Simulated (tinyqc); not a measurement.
ESD clamp with bipolar snapback, compact model and design window: two steps of the calculation.

The drain junction multiplies the current that enters it: Igen = (M - 1)(Ic + I0), M = 1/(1 - (Vj/BV)^n). The generated holes leave through the substrate resistance and the base of the parasitic npn: Igen = Vb/Rb + Ic/be, Ic = Is exp(Vb/Vt). Terminal current I = Ic + I0 + Igen and voltage V = Vj + I Ro, per width. Isothermal, constant gain.

Values chosen for this exercise; values close to those of grounded-gate n-channel clamps:
- T = 300 K (temperature)
- BV = 11.3 V (junction breakdown voltage)
- n = 4.7 (exponent of the multiplication)
- be = 9 (current gain of the parasitic npn)
- Is = 5.6e-18 A/um (saturation current)
- I0 = 6.8e-11 A/um (junction leakage)
- Rb = 8500 ohm um (substrate resistance)
- Ro = 310 ohm um (drain ballast and contact resistance)
- It2 = 9.8 mA/um (failure current for 100 ns)

Constants: q = 1.602176634e-19 C, kB = 1.380649e-23 J/K, Vt = kB T/q. Results are converted to the units shown.

Problem 1. The snapback curve. For given Vb: Ic, Igen, M = 1 + Igen/(Ic + I0), Vj = BV (1 - 1/M)^(1/n), I and V.

```
point,Vb (V)
0,0.05
1,0.3
2,0.518
3,0.578
4,0.628
5,0.738
6,0.838
7,0.858
8,0.888
```

Wanted: Ic; M; Vj; I; V.

Solution 1.

```
point,Ic (uA/um),M,Vj (V),I (uA/um),V (V)
0,3.874e-11,8.651e4,11.30,5.882,11.30
1,6.137e-7,5.144e5,11.30,35.29,11.31
2,0.002820,2.110e4,11.30,60.94,11.32
3,0.02872,2363,11.30,68.03,11.32
4,0.1987,372.9,11.29,74.10,11.32
5,14.00,7.314,10.95,102.4,10.98
6,669.8,1.258,8.068,842.9,8.329
7,1452,1.181,7.579,1714,8.110
8,4634,1.134,7.170,5253,8.799
```

V peaks at Vt1 = 11.32 V and falls to Vh = 8.110 V: once the npn supplies current, a small M feeds the base. At high current M tends to 1 + 1/be and Vj to BV (1 + be)^(-1/n) = 6.923 V.

Problem 2. Base voltage at the failure current. I(Vb) = Ic (1 + 1/be) + I0 + Vb/Rb, I' = Ic (1 + 1/be)/Vt + 1/Rb; Newton steps on ln I: Vb(new) = Vb - ln(I/It2) I/I'. V follows from the introduction.

Vb after iteration 1 = 0.94210141 V

Find: I; V; I'; Vb after iteration 2.

Solution 2.

I = 41.85 mA/um
V = 19.93 V
I' = 1615 mS/um
Vb after iteration 2 = 0.9045 V

Computed by the program tinyqc: `OMP_NUM_THREADS=1 python tinyqc.py 2670125 2670126 out.jsonl`, one thread of a shared Intel Xeon 2.30GHz, about 0.02 s for the whole run.
